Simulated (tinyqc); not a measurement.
# Crystallisation kinetics and data retention of a phase-change cell: what changes with what

Johnson-Mehl-Avrami-Kolmogorov law X = 1 - exp(-y^n), y = integral of k dt, k = (1/100 s) exp[-(Ec q/kB)(1/T - 1/T1)].

Inputs (values chosen for the exercise); values of the order of Ge-Sb-Te and related chalcogenides: activation energy of crystallisation Ec = 3.19 eV; temperature at which the rate k is 1/(100 s) T1 = 423 K; Avrami exponent n = 3; crystalline share at which the state is lost Xf = 0.5; storage temperature T = 351 K.

Constants: q = 1.602176634e-19 C, kB = 1.380649e-23 J/K. Results are converted to the units shown.

Each table varies one quantity; the others keep the values above.

## Kissinger analysis

Tp is the temperature of the largest dX/dt on a ramp of rate b (b in K/min in the logarithm).

Kissinger analysis:
```
b (K/min)  Tp (K)  q/kB Tp (1/eV)  ln(b/Tp^2)  X at the peak
0.5         414.9           27.97      -12.75         0.6295
1           418.1           27.75      -12.07         0.6294
2           421.3           27.54      -11.39         0.6294
5           425.7           27.26      -10.50         0.6294
10          429.0           27.05      -9.820         0.6294
20          432.4           26.84      -9.143         0.6293
50          437.0           26.56      -8.248         0.6293
100         440.5           26.34      -7.571         0.6293
```

Tp rises from 415 to 441 K. The slope of ln(b/Tp^2) against q/kB Tp between the end rows is -3.189 eV, against Ec = 3.19 eV, and X at the peak stays near 1 - 1/e = 0.632 (0.629 to 0.629).

## Effect of the activation energy at a fixed measured point

Same model as above.

At fixed T the state fails at t = (-ln(1 - Xf))^(1/n)/k; ten years are 3.15576e8 s. k at T1 is held.

Effect of the activation energy at a fixed measured point:
```
Ec (eV)  temperature for ten years (K)  time to fail at T (years)
1.5                              309.5                    0.01300
1.8                              324.0                    0.07031
2.1                              335.2                     0.3803
2.4                              344.1                      2.058
2.7                              351.4                      11.13
3                                357.5                      60.22
3.3                              362.6                      325.8
3.6                              366.9                       1763
```

What does the table show?

The ten-year temperature rises from 310 to 367 K, and the projected life at 351 K spans 5.13 decades: an error of 0.1 eV changes it by a factor of 1.76.

Range of the model: One Arrhenius rate is assumed; incubation, growth from the boundary and the non-Arrhenius kinetics of the supercooled liquid are left out.

tinyqc, about 0.04 s, one thread, Intel Xeon 2.30GHz (shared host): `OMP_NUM_THREADS=1 python tinyqc.py 2490032 2490033 out.jsonl`
